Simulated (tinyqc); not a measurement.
Worked calculation: carrier lifetime from Shockley-Read-Hall, radiative, Auger and surface recombination. Computed by tinyqc, a small Python program that keeps every step. Command: `OMP_NUM_THREADS=1 python tinyqc.py 3004389 3004390 out.jsonl lifetime walk`. One thread of a shared host (Intel(R) Xeon(R) Processor @ 2.30GHz), about 0.01 s of CPU time with the checks. Intermediate numbers are printed to about 6 digits and carried at full precision; extremes and crossings named in words are read from the listed rows.

Energies are counted from the top of the valence band. Boltzmann statistics, full ionisation, and equal excess densities of electrons and holes.

Inputs (values chosen for the exercise, for a model semiconductor): gap E_g = 1.61 eV; electron mass m_e = 0.0873 m_0; valleys M_c = 1; hole mass m_h = 0.579 m_0; temperature T = 300 K; doping N = 1.2e+18 cm^-3; trap level E_t = 0.959 eV; trap density N_t = 3.2e+13 cm^-3; electron cross-section sigma_n = 1.4e-15 cm^2; hole cross-section sigma_p = 7.3e-17 cm^2; radiative coefficient B = 8.1e-11 cm^3/s; Auger coefficient C_n = 2.7e-31 cm^6/s; Auger coefficient C_p = 1.2e-31 cm^6/s; excess density dn = 2.6e+15 cm^-3; generation rate G = 1e+19 cm^-3 s^-1; diffusion coefficient D = 11 cm^2/s.

Doping: p-type. Surface term: none.

Constants: m_0 = 9.1093837015e-31 kg; k_B = 1.380649e-23 J/K; h = 6.62607015e-34 J s; k_B = 8.617333262e-05 eV/K.

## Equilibrium densities

N_c = 2 M_c (2 pi m_e k_B T/h^2)^(3/2) and N_v = 2 (2 pi m_h k_B T/h^2)^(3/2), masses in units of m_0. n_i = sqrt(N_c N_v) exp(-E_g/2 k_B T); majority density N/2 + sqrt(N^2/4 + n_i^2), minority density n_i^2 over it.

N_c = 6.47282e+17 cm^-3

N_v = 1.10558e+19 cm^-3

n_i = 80156.1 cm^-3

n_0 = 5.35417e-09 cm^-3

p_0 = 1.20e+18 cm^-3

## Capture times and SRH densities

v = sqrt(3 k_B T/m) with m_e or m_h; tau_n0 = 1/(sigma_n v_n N_t), tau_p0 = 1/(sigma_p v_p N_t); n1 = N_c exp(-(E_g - E_t)/k_B T), p1 = N_v exp(-E_t/k_B T).

v_n = 3.95286e+07 cm/s

v_p = 1.53490e+07 cm/s

tau_n0 = 5.64691e-07 s

tau_p0 = 2.78900e-05 s

n1 = 7.49505e+06 cm^-3

p1 = 857.233 cm^-3

n1 and p1 are both far below the doping: the level acts as a deep recombination centre.

## Lifetimes at the given injection

With n = n_0 + dn, p = p_0 + dn and U/dn = 1/tau: (n p - n_i^2)/dn = n_0 + p_0 + dn = s; 1/tau_SRH = s/[tau_p0 (n + n1) + tau_n0 (p + p1)]; 1/tau_rad = B s; 1/tau_Aug = (C_n n + C_p p) s; the rates add. Radiative efficiency = tau_eff/tau_rad; effective diffusion length = sqrt(D tau_eff).

tau_SRH at dn = 6.24988e-07 s

tau_rad at dn = 1.02658e-08 s

tau_Aug at dn = 5.73415e-06 s

effective lifetime at dn = 1.00822e-08 s

radiative efficiency at dn = 0.982110

effective diffusion length at dn = 3.33022 micrometre

Radiative recombination carries 98 % of the rate; dn/N = 0.0022 is low injection, though not for the trap: its majority capture time is so long that tau_SRH has already left its low-injection value.

## Steady state under generation

dn solves dn/tau_eff(dn) = G (60 bisections in ln dn between 1e-2 and 1e22 cm^-3); the splitting of the quasi-Fermi levels is k_B T ln(n p/n_i^2).

steady excess density = 1.00864e+11 cm^-3

lifetime in the steady state = 1.00864e-08 s

quasi-Fermi splitting under G = 1.14737 eV

The splitting, an upper bound for e V_oc, is 71 % of the gap.

## Lifetime against injection

Rows stop below half the smaller effective density of states.

Lifetimes (s):
```
dn (cm^-3)          SRH    radiative        Auger    effective  radiative efficiency  fastest channel
1.00e+10    5.64691e-07  1.02881e-08  5.78704e-06  1.00864e-08              0.980395        radiative
1.00e+11    5.64693e-07  1.02881e-08  5.78703e-06  1.00864e-08              0.980395        radiative
1.00e+12    5.64714e-07  1.02881e-08  5.78702e-06  1.00864e-08              0.980396        radiative
1.00e+13    5.64923e-07  1.02880e-08  5.78683e-06  1.00864e-08              0.980403        radiative
1.00e+14    5.67015e-07  1.02872e-08  5.78499e-06  1.00863e-08              0.980468        radiative
1.00e+15    5.87913e-07  1.02795e-08  5.76660e-06  1.00852e-08              0.981097        radiative
1.00e+16    7.95186e-07  1.02030e-08  5.58787e-06  1.00557e-08              0.985555        radiative
1.00e+17    2.71007e-06  9.49668e-09  4.20345e-06  9.44226e-09              0.994270        radiative
```

tau_SRH goes from 5.65e-7 s at low injection (the minority capture time, 5.65e-7 s) to 2.71e-6 s in the last row; at high injection it tends to tau_n0 + tau_p0 = 2.85e-5 s. Ruling channel by row: radiative from 1e10 cm^-3.

## Where in the gap a trap does harm

Low injection: tau = [tau_p0 (n_0 + n1) + tau_n0 (p_0 + p1)]/(n_0 + p_0). Depleted region (n = p = 0): generation lifetime tau_g = (tau_p0 n1 + tau_n0 p1)/n_i. n1 = N_c exp(-(E_g - E_t)/k_B T), p1 = N_v exp(-E_t/k_B T).

The same trap at other energies:
```
E_t (eV)  SRH lifetime (s)  generation lifetime (s)
0.097          6.86784e-07              1.82783e+06
0.242          5.65138e-07              6.69950e+03
0.402          5.64692e-07              1.37455e+01
0.564          5.64691e-07              2.61024e-02
0.724          5.64691e-07              5.38490e-05
0.805          5.64691e-07              9.08216e-06
0.886          5.64691e-07              1.54962e-04
1.047          5.64691e-07              7.84550e-02
1.208          5.64693e-07              3.97468e+01
1.368          5.65985e-07              1.93724e+04
1.513          9.17737e-07              5.28538e+06
```

The SRH lifetime (other channels left aside) stays within 10 % of its least value, among these rows, from E_t = 0.242 to 1.368 eV. The generation lifetime has a sharp minimum, among these rows at 0.805 eV and exactly at 0.791 eV, where tau_p0 n1 = tau_n0 p1, since generation needs two thermal jumps and the larger one rules.

Checks made by the program: n1 p1 = n_i^2 (relative difference below 1e-10).
